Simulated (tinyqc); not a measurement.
Thermionic-field emission through a Schottky barrier, WKB: two steps of the calculation.

Metal on an n-type semiconductor with one parabolic valley; V > 0 is forward bias (metal positive). Energies E are counted from the conduction edge of the neutral semiconductor, whose Fermi level lies at -xi; that of the metal lies at -xi - V. The barrier is a parabola of height Vd = phi - xi - V (depletion approximation, no image force).

Values chosen for this exercise; band and dielectric values close to those of indium phosphide:
- T = 200 K (temperature)
- me = 0.0807 m0 (electron mass)
- eps_r = 12.5 (relative permittivity)
- phi = 0.7 eV (barrier height seen from the metal)
- Nd = 3.3e17 cm^-3 (donor density)
- V = 0.25 V (bias)
- nE = 15 (points of the energy grid)
- Eb = 0.56 eV (upper end of the energy grid)

Constants: q = 1.602176634e-19 C, kB = 1.380649e-23 J/K, hbar = 1.054571817e-34 J s, h = 6.62607015e-34 J s, m0 = 9.1093837015e-31 kg, Vt = kB T/q, eps0 = 8.8541878128e-14 F/cm where lengths are in cm. Results are converted to the units shown.

Task 1. Fermi level, barrier and E00. Nc = 2 (2 pi me m0 kB T/h^2)^1.5 (times 1e-6 for cm^-3); Nd = Nc F12(-xi/Vt), F12(x) = (2/sqrt(pi)) int_0^infinity sqrt(u)/(1 + exp(u - x)) du; E00 = (hbar/2) sqrt(Nd/(me m0 eps0 eps_r)) in SI units (volts). W = sqrt(2 eps0 eps_r Vd/(q Nd)).

Find: Nc; xi; Vd; W; E00; E00/Vt.

Result 1.

Nc = 3.131e17 cm^-3
xi = -0.007233 eV
Vd = 0.4572 V
W = 43.75 nm
E00 = 10.62 meV
E00/Vt = 0.6162

By a common rule of thumb, E00/Vt below 0.5 marks thermionic emission, 0.5 to 5 thermionic-field emission and above 5 field emission. By that rule alone: thermionic-field emission; with a high barrier, tunnelling near its top can carry most of the current even below 0.5.

Task 2. Current density on a coarse grid. For E < Vd, ln T(E) = -(Vd/E00) [sqrt(1 - y) - y ln((1 + sqrt(1 - y))/sqrt(y))], y = E/Vd; T(E) = 1 above. J = A* T (q/kB) int_0^infinity T(E) N(E) dE, N = ln[(1 + exp((-xi - E)/Vt))/(1 + exp((-xi - V - E)/Vt))], A* = 4 pi q me m0 kB^2/h^3 (times 1e-4 for A/(cm^2 K^2)). Simpson's rule on nE equally spaced points from 0 to Eb.

xi = -0.0072330602 eV
Vd = 0.45723306 V
E00 = 10.619217 meV

Give: E; T(E); N; T(E) N; J.

Result 2.

| point | E (eV) | T(E) | N | T(E) N |
|---|---|---|---|---|
| 0 | 0.0000 | 1.998e-19 | 0.9248 | 1.848e-19 |
| 1 | 0.0400 | 1.686e-15 | 0.1392 | 2.347e-16 |
| 2 | 0.0800 | 9.570e-13 | 0.01456 | 1.393e-14 |
| 3 | 0.1200 | 1.843e-10 | 0.001439 | 2.653e-13 |
| 4 | 0.1600 | 1.689e-8 | 1.414e-4 | 2.388e-12 |
| 5 | 0.2000 | 8.582e-7 | 1.388e-5 | 1.191e-11 |
| 6 | 0.2400 | 2.632e-5 | 1.363e-6 | 3.588e-11 |
| 7 | 0.2800 | 5.109e-4 | 1.338e-7 | 6.838e-11 |
| 8 | 0.3200 | 0.006427 | 1.314e-8 | 8.446e-11 |
| 9 | 0.3600 | 0.05249 | 1.290e-9 | 6.773e-11 |
| 10 | 0.4000 | 0.2712 | 1.267e-10 | 3.436e-11 |
| 11 | 0.4400 | 0.8093 | 1.244e-11 | 1.007e-11 |
| 12 | 0.4800 | 1.000 | 1.221e-12 | 1.221e-12 |
| 13 | 0.5200 | 1.000 | 1.199e-13 | 1.199e-13 |
| 14 | 0.5600 | 1.000 | 1.177e-14 | 1.177e-14 |

J = 2.853e-4 A/cm^2

The integrand peaks at E = 0.320 eV among these points, 0.70 of the barrier height.

Range of the model: The depletion approximation, a parabolic band and the neglect of image-force lowering make these currents estimates at high doping.

Program tinyqc, `OMP_NUM_THREADS=1 python tinyqc.py 2640098 2640099 out.jsonl`; Intel Xeon 2.30GHz, shared host, one thread, about 0.01 s.
